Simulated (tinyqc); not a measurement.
Grain growth, pinning, strength and diffusional creep of a polycrystal or thin film: one step, computed by the program tinyqc.

One mean grain size d describes the structure.

Problem. Grain size after the anneal. dd/dt = 2 M gamma (1/d - 1/d_lim) integrates to 2 M gamma t = d_lim (d0 - d) + d_lim^2 ln[(d_lim - d0)/(d_lim - d)]; without pinning d^2 = d0^2 + 4 M gamma t.

Inputs (values chosen for the exercise, modelled on nickel):
```
quantity               value   unit
boundary energy gamma   0.79  J/m^2
anneal temperature T     550      K
anneal time t           1700      s
initial grain size d0     19     nm
```

mobility M = 5.408214e-18 m^4/(J s)

limit d_lim = 9128.205 nm

Give: size without pinning; grain size d.

Solution.

size without pinning = 171.5 nm

grain size d = 170.4 nm

Pinning holds d to 99 % of the free value.
